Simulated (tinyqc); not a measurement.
Six-band hole subbands of a thin body in a field: one step. Confinement masses without spin-orbit coupling. Four cases, with inputs chosen for the exercise.

Question. C(n n^T)/c has C_XX = (g1 + 4 g2) nx^2 + (g1 - 2 g2)(ny^2 + nz^2) and C_XY = 6 g3 nx ny, n the unit normal; its eigenvalues are the inverse masses along n.

Case 1.

Values chosen (near those of a p-type Si channel; the results hold for these values, not for the real material):
- g1 = 4.27 (Luttinger gamma1)
- g2 = 0.34 (gamma2)
- g3 = 1.44 (gamma3)
- face = 110 (surface)

Case 2.

Values chosen (near those of a p-type Si channel; the results hold for these values, not for the real material):
- g1 = 4.27 (Luttinger gamma1)
- g2 = 0.34 (gamma2)
- g3 = 1.45 (gamma3)
- face = 110 (surface)

Case 3.

Values chosen (near those of a p-type Si channel; the results hold for these values, not for the real material):
- g1 = 4.29 (Luttinger gamma1)
- g2 = 0.34 (gamma2)
- g3 = 1.45 (gamma3)
- face = 111 (surface)

Case 4.

Values chosen (near those of a p-type Si channel; the results hold for these values, not for the real material):
- g1 = 4.27 (Luttinger gamma1)
- g2 = 0.34 (gamma2)
- g3 = 1.45 (gamma3)
- face = 110 (surface)

Give: C(n n^T)/c; masses.

Answer.

Case 1.

C(n n^T)/c, rows X, Y, Z and columns alike:
```
[[4.6100, 4.3200, 0],
 [4.3200, 4.6100, 0],
 [0, 0, 3.5900]]
```

masses (m0): [3.4483, 0.2786, 0.1120]

The heaviest mass, 3.45, comes from a near cancellation among the gammas, so a few per cent in them move it strongly.

Case 2.

C(n n^T)/c, rows X, Y, Z and columns alike:
```
[[4.6100, 4.3500, 0],
 [4.3500, 4.6100, 0],
 [0, 0, 3.5900]]
```

masses (m0): [3.8462, 0.2786, 0.1116]

The heaviest mass, 3.85, comes from a near cancellation among the gammas, so a few per cent in them move it strongly.

Case 3.

C(n n^T)/c, rows X, Y, Z and columns alike:
```
[[4.2900, 2.9000, 2.9000],
 [2.9000, 4.2900, 2.9000],
 [2.9000, 2.9000, 4.2900]]
```

masses (m0): [0.7194, 0.7194, 0.0991]

Case 4.

C(n n^T)/c, rows X, Y, Z and columns alike:
```
[[4.6100, 4.3500, 0],
 [4.3500, 4.6100, 0],
 [0, 0, 3.5900]]
```

masses (m0): [3.8462, 0.2786, 0.1116]

The heaviest mass, 3.85, comes from a near cancellation among the gammas, so a few per cent in them move it strongly.

Computed by tinyqc, one run a case: `OMP_NUM_THREADS=1 python tinyqc.py N N+1 out.jsonl` with N = 1250195, 1250214, 1250309, 1250397; one thread of a shared Intel(R) Xeon(R) Processor @ 2.30GHz, about 0.4 s a run at most.
